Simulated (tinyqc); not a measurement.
Worked calculation: one-electron ion in a basis of Gaussians. One step of it, computed by the program tinyqc.

Problem. Generalised eigenproblem. Solve H C = S C e through S^(-1/2); each column has its largest component positive (the first on a tie).

H = T + V (hartree):
```
[[-1.111745, -1.237833, -1.240339, -1.139664, -0.983810, -0.817963],
 [-1.237833, -1.497983, -1.637170, -1.709476, -1.651520, -1.477928],
 [-1.240339, -1.637170, -1.693947, -1.759019, -2.047717, -2.215431],
 [-1.139664, -1.709476, -1.759019, -0.941821, -0.648213, -1.548157],
 [-0.983810, -1.651520, -2.047717, -0.648213, 2.955193, 4.430316],
 [-0.817963, -1.477928, -2.215431, -1.548157, 4.430316, 16.013078]]
```

S:
```
[[1.000000, 0.854752, 0.563529, 0.318427, 0.167094, 0.084928],
 [0.854752, 1.000000, 0.854643, 0.563500, 0.318426, 0.167074],
 [0.563529, 0.854643, 1.000000, 0.854727, 0.563621, 0.318475],
 [0.318427, 0.563500, 0.854727, 1.000000, 0.854752, 0.563599],
 [0.167094, 0.318426, 0.563621, 0.854752, 1.000000, 0.854707],
 [0.084928, 0.167074, 0.318475, 0.563599, 0.854707, 1.000000]]
```

Give: eigenvalues of S; eigenvalues; coefficients.

Solution.

eigenvalues of S: [0.007, 0.034, 0.142, 0.515, 1.593, 3.709]

eigenvalues (hartree): [-1.993, -0.435, 0.957, 5.378, 18.751, 56.925]

coefficients:
```
[[0.049, 1.707, -1.883, 1.052, -0.549, 0.300],
 [0.387, -1.089, 3.966, -3.363, 1.907, -1.043],
 [0.377, 0.023, -2.544, 5.050, -3.840, 2.227],
 [0.234, -0.220, 0.361, -3.384, 5.100, -3.762],
 [0.045, 0.008, -0.215, 0.607, -3.341, 4.641],
 [0.050, -0.029, -0.005, -0.208, 0.336, -2.792]]
```

For Z = 2 and l = 0 the exact lowest level is -Z^2/(2 n^2) with n = l + 1: -2.000000 hartree.
